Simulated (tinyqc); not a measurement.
The 3-omega method: a line heater on a substrate with a thin film. Changing the film thickness t. Computed by tinyqc, a small Python program. Command: `OMP_NUM_THREADS=1 python tinyqc.py 3007504 3007505 out.jsonl threeomega sweep`. One thread of a shared host (Intel(R) Xeon(R) Processor @ 2.30GHz), about 0.02 s of CPU time with the checks.

A current at angular frequency omega = 2 pi f heats the line at 2 omega with the amplitude P per length; the temperature swing Delta T at 2 omega gives a voltage at 3 omega. The substrate is taken as semi-infinite and isotropic, and the heat capacity of heater and film is left out.

Inputs (values chosen for the exercise, modelled on a phase-change telluride on diamond): substrate conductivity kappa = 1870 W/(m K); substrate heat capacity C = 1.87 1e6 J/(m^3 K); heater half-width b = 4.7 micrometre; power amplitude per length P = 7.1 W/m; current frequency f = 49 Hz; film conductivity kappa_f = 0.53 W/(m K); interface resistance R_i = 5.2 m^2 K/GW; substrate thickness d_s = 1000 micrometre; temperature coefficient of resistance beta = 3 1e-3/K; voltage amplitude V_1 = 0.32 V.

Method:
- D = kappa/C; q = sqrt(2 i omega/D); penetration depth 1/|q| = sqrt(D/(2 omega)).
- Delta T_s = (P/(pi kappa)) int_0^infinity (sin x/x)^2 / sqrt(x^2 + (q b)^2) dx with (q b)^2 = i |q b|^2, averaged over the heater width (12 Gauss-Legendre points on each of the pieces 0, 14 log-spaced edges from 1e-5 to 1, and multiples of pi to 40 pi; the tail adds 1/(4 (40 pi)^2)).
- For |q| b much below 1: Delta T_s = (P/(pi kappa)) [-ln(|q| b) + eta - i pi/4], eta = 3/2 - C_E = 0.92278, with Euler's C_E = 0.5772157.
- One-dimensional flow across the film: Delta T_f = P (t/kappa_f + R_i)/(2 b); total in-phase swing Delta T = Delta T_s + Delta T_f; third-harmonic amplitude V_3 = V_1 beta |Delta T|/2 with the out-of-phase part included; the apparent film conductivity is t/(t/kappa_f + R_i).

One run for each value:
```
film thickness t (nm)  apparent film conductivity (W/(m K))  Delta T_f (K)  film share of the in-phase swing
10                                                   0.4155          0.018                            0.6974
38                                                   0.4942          0.058                            0.8805
73                                                   0.5107          0.108                            0.9319
140                                                  0.5198          0.203                            0.9627
270                                                  0.5246          0.389                            0.9801
530                                                  0.5273          0.759                            0.9897
1000                                                 0.5285          1.429                            0.9945
2000                                                 0.5293          2.854                            0.9972
```

Give the missing row, film thickness t (nm) = 19.

Computed row:
```
film thickness t (nm)  apparent film conductivity (W/(m K))  Delta T_f (K)  film share of the in-phase swing
19                                                   0.4629          0.031                            0.7972
```

Interpolating between the two neighbouring rows (the first column on a logarithmic scale, the others too where they are positive) misses most in Delta T_f (K), by 2.5 %. Over the rows, apparent film conductivity (W/(m K)) rises from 0.415 to 0.529 (exponent d ln y / d ln x 0.17 between the first rows and 0.0020 between the last); Delta T_f (K) rises from 0.0182 to 2.85 (exponent d ln y / d ln x 0.83 between the first rows and 1.00 between the last); film share of the in-phase swing rises from 0.697 to 0.997 (exponent d ln y / d ln x 0.21 between the first rows and 0.0040 between the last). The film resistance t/kappa_f + R_i is a straight line in t: its slope gives kappa_f = 0.53 W/(m K) and its intercept R_i; the two terms are equal at t = 2.76 nm.

Caution (all rows): the penetration depth exceeds a fifth of the substrate thickness, so the back face is felt and the semi-infinite formula fails. Caution (rows 2000): the film is not thin against the heater width, so heat spreads sideways in it and the one-dimensional step fails.
